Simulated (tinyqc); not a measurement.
From film after the bake back to spin speed f: spin coating of a resist or spin-on film: centrifugal thinning, evaporation and the final thickness (Emslie and Meyerhofer models). Computed by tinyqc, a small Python program. Command: `OMP_NUM_THREADS=1 python tinyqc.py 3112134 3112135 out.jsonl spincoat inv`. One thread of a shared host (Intel(R) Xeon(R) Processor @ 2.30GHz), about 0.5 s of CPU time with the checks.

A Newtonian film stays uniform over the wafer; solvent and solids have the same density and the concentration is uniform through the thickness.

Inputs (values chosen for the exercise, of the order of those of a polymer resist in an ester solvent): solids volume fraction c0 = 0.06; kinematic viscosity of the solvent nu_s = 0.76 mm^2/s; viscosity constant k = 2000 mm^2/s; viscosity exponent gamma = 2.4; evaporation rate at 1000 rpm e0 = 0.23 micrometre/s; starting thickness h0 = 800 micrometre; shrinkage in the bake = 3.3 %.

Method:
- omega = 2 pi f/60; nu(c) = nu_s + k c^gamma; evaporation rate e = e0 sqrt(f/1000 rpm).
- Full model for solids s and liquid l per area, h = s + l, c = s/h: ds/dt = -c Q, dl/dt = -(1 - c) Q - e, Q = 2 omega^2 h^3/(3 nu(c)); integrated adaptively (relative tolerance 1e-9) until l = 0.
- Dry film = s at l = 0, before the bake; film after the bake = s x (1 - shrinkage).

Task: A run gave the result below. Find the spin speed f, known to lie between 3900 and 6900 rpm.

film after the bake = 133.6904 nm

Result:

Each step takes the trial c = (a f_b - b f_a)/(f_b - f_a), f being the result less the target and a, b, c the logarithms of the listed values; c replaces end b, the old b replaces a if the sign of f changed, and otherwise f_a is halved.

Scan of the range:
```
spin speed f (rpm)  film after the bake (nm)
3900                                 159.999
4290                                 152.553
4720                                 145.439
5190                                 138.697
5700                                 132.347
6270                                 126.188
6900                                 120.289
```

False position (Illinois rule, in the logarithm of the input) inside the bracket:
```
step    end a    end b    trial  film after the bake (nm)
1     5190.00  5700.00  5588.07                   133.666
2     5190.00  5588.07  5584.03                   133.714
3     5588.07  5584.03  5586.00                   133.690
4     5584.03  5586.00  5586.00                   133.690
```

Film after the bake falls at every point of a 13-point scan of the range (every second point is shown), so one value fits; it is bracketed by 5190 and 5700. The scan shows a pure power law with exponent -0.5000, so scaling from any one row also gives the answer directly. Answer: spin speed f = 5586 rpm.
